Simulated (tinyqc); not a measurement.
From results back to parameters: hole subbands of a hard-walled well, four-band Luttinger model. Five cases, with inputs chosen for the exercise.

Problem. At k = 0 in a hard-walled well HHn = c (g1 - 2 g2)(n pi/L)^2 - Z0 and LHn = c (g1 + 2 g2)(n pi/L)^2 + Z0, c = hbar^2/2m0. Two spacings were computed from hidden g1 and g2.

Constants: hbar^2/2m0 = 3.80998211 eV angstrom^2.

Case 1.

Values chosen (out of a larger set: near those of Ge; not measured data): L = 195 angstrom (well width along [001]); Z0 = 0.063 eV (shear strain energy).

HH2 - HH1 = 14.448 meV
LH1 - HH1 = 142.890 meV

Case 2.

Values chosen (out of a larger set: near those of GaSb; not measured data): L = 115 angstrom (well width along [001]); Z0 = 0 eV (shear strain energy).

HH2 - HH1 = 34.632 meV
LH1 - HH1 = 52.772 meV

Case 3.

Values chosen (out of a larger set: near those of Ge; not measured data): L = 120 angstrom (well width along [001]); Z0 = 0.0205 eV (shear strain energy).

HH2 - HH1 = 38.700 meV
LH1 - HH1 = 85.184 meV

Case 4.

Values chosen (out of a larger set: near those of GaAs; not measured data): L = 150 angstrom (well width along [001]); Z0 = 0 eV (shear strain energy).

HH2 - HH1 = 14.339 meV
LH1 - HH1 = 13.771 meV

Case 5.

Values chosen (out of a larger set: near those of GaAs; not measured data): L = 135 angstrom (well width along [001]); Z0 = 0.0255 eV (shear strain energy).

HH2 - HH1 = 17.579 meV
LH1 - HH1 = 67.836 meV

Find: u = c (pi/L)^2; g2; g1.
Solution. HH2 - HH1 = 3u (g1 - 2 g2) and LH1 - HH1 = 4 u g2 + 2 Z0.

Case 1.

u = c (pi/L)^2 = 0.989 meV
g2 = 4.27
g1 = 13.41

Case 2.

u = c (pi/L)^2 = 2.843 meV
g2 = 4.64
g1 = 13.34

Case 3.

u = c (pi/L)^2 = 2.611 meV
g2 = 4.23
g1 = 13.40

Case 4.

u = c (pi/L)^2 = 1.671 meV
g2 = 2.06
g1 = 6.98

Case 5.

u = c (pi/L)^2 = 2.063 meV
g2 = 2.04
g1 = 6.92

Computed by tinyqc, one run a case: `OMP_NUM_THREADS=1 python tinyqc.py N N+1 out.jsonl` with N = 1250829, 1250902, 1250988, 1251032, 1251045; one thread of a shared Intel(R) Xeon(R) Processor @ 2.30GHz, about 0.4 s a run at most.
